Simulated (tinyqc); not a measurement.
Shrinking the pitch: stress in a transistor channel from embedded alloy regions, liners and fins, by half-space elasticity. Computed by tinyqc, a small Python program. Command: `OMP_NUM_THREADS=1 python tinyqc.py 3026976 3026977 out.jsonl stressor walk`. One thread of a shared host (Intel(R) Xeon(R) Processor @ 2.30GHz), about 0.01 s of CPU time with the checks.

Plane strain in an isotropic half-space, the same constants everywhere; x along the channel from its centre, y downwards from the free surface; stress is positive in tension.

Inputs (values chosen for the exercise, modelled on silicon):
```
quantity                          value  unit
alloy fraction x                   0.45     -
lattice change per unit x, beta  0.0411     -
Young's modulus E                   160   GPa
Poisson ratio nu                   0.22     -
channel length L                     30    nm
length of each stressor S           190    nm
recess depth d                       50    nm
depth of the field point y          5.2    nm
```

Stressor: Si(1-x)Ge(x) source and drain.

Method:
- Misfit e = beta x. A fully constrained inclusion holds the stress -p with p = E e/(1 - 2 nu); a blanket film would hold -E e/(1 - nu) in the plane.
- A line element dA of misfit at (a, c) in the half-space gives, with C = E e/(2 pi (1 - nu)), X = x - a, r1^2 = X^2 + (y - c)^2, r2^2 = X^2 + Y^2, Y = y + c: s_xx = -C dA {[X^2 - (y - c)^2]/r1^4 + 3 [X^2 - Y^2]/r2^4 + 4 y Y (Y^2 - 3 X^2)/r2^6}, s_yy = C dA {[X^2 - (y - c)^2]/r1^4 - [X^2 - Y^2]/r2^4 + 4 y Y (Y^2 - 3 X^2)/r2^6}. These are integrated over two rectangles, L/2 < |a| < L/2 + S, 0 < c < d (closed form in a, 200 Gauss-Legendre points in c).
- L and S are scaled together at fixed d, then S alone, then L alone.

misfit e = 0.018495

S_xx at the centre (MPa):
```
scale  L and S scaled  S alone  L alone
0.35          -1220.9  -2178.4  -2830.3
0.50          -2195.7  -2725.2  -3144.8
0.70          -3002.1  -3187.2  -3427.5
1.00          -3593.0  -3593.0  -3593.0
1.40          -3837.1  -3893.1  -3550.8
2.00          -3761.0  -4133.4  -3273.3
3.00          -3325.3  -4328.9  -2709.7
```

What does the comparison show, and why?

Halving S alone keeps 0.76 of the stress, halving L alone gives 0.88, and halving both 0.61: a shorter channel brings the walls closer but puts y deeper relative to L, where the surface amplifies less, a shorter stressor brings its far wall, which pulls the other way, closer too. Neighbouring devices are left out. Caution: at such misfit the regions may relax by dislocations, and linear elasticity is rough.
